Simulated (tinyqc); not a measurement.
Three ways to interpolate a mass: alloy A(1-x)B(x) by interpolation with bowing.

Each gap follows E(x) = (1 - x) E_A + x E_B - C x (1 - x); the lattice constant follows Vegard, a(x) = (1 - x) a_A + x a_B.

Mass at Gamma from the Kane formula 1/m = F + Ep (Eg + 2 Dso/3)/(Eg (Eg + Dso)). F is fixed by the masses of A and B and interpolated linearly, as is Ep; Eg and Dso carry their bowing.

Inputs chosen for the exercise (A near AlAs, B near GaAs; shifted at random, so the results belong to these values and not to a real crystal): Eg = (3.111, 1.511) eV (gap at Gamma to the s-like level of A, B); Dso = (0.283, 0.338) eV (spin-orbit splitting of A, B); Ep = (21, 25.9) eV (Kane energy of A, B); me = (0.1483, 0.0672) m0 (electron mass at Gamma of A, B); C = (0.412, 0.101, 0.08) eV (bowing of the Gamma, X and L gaps); Cs = 0 eV (bowing of Dso).

Linear in m, linear in 1/m, and the Kane formula.

Masses (m0):

| x | Eg (eV) | linear in m | linear in 1/m | Kane | Kane m/Eg (1/eV) |
|---|---|---|---|---|---|
| 0.000 | 3.111 | 0.1483 | 0.1483 | 0.1483 | 0.0477 |
| 0.125 | 2.866 | 0.1382 | 0.1289 | 0.1367 | 0.0477 |
| 0.250 | 2.634 | 0.1280 | 0.1139 | 0.1252 | 0.0475 |
| 0.375 | 2.414 | 0.1179 | 0.1021 | 0.1141 | 0.0473 |
| 0.500 | 2.208 | 0.1077 | 0.0925 | 0.1035 | 0.0469 |
| 0.625 | 2.014 | 0.0976 | 0.0845 | 0.0934 | 0.0463 |
| 0.750 | 1.834 | 0.0875 | 0.0778 | 0.0839 | 0.0458 |
| 0.875 | 1.666 | 0.0773 | 0.0721 | 0.0752 | 0.0451 |
| 1.000 | 1.511 | 0.0672 | 0.0672 | 0.0672 | 0.0445 |

What can be read from this table?

At x = 0.5 the three give 0.1077, 0.0925 and 0.1035; judged by the largest distance, the Kane value is closer to the interpolation in m (largest distances 0.0043 m0 from the rule in m, 0.0120 m0 from the rule in 1/m). The ratio m/Eg varies by a factor of 1.07 while the gap varies by 2.06; a constant ratio is the two-band rule m = Eg/Ep at fixed Ep.

(tinyqc, `OMP_NUM_THREADS=1 python tinyqc.py 1081260 1081261 out.jsonl`, Intel(R) Xeon(R) Processor @ 2.30GHz, 1 thread, shared host, about 0.01 s.)
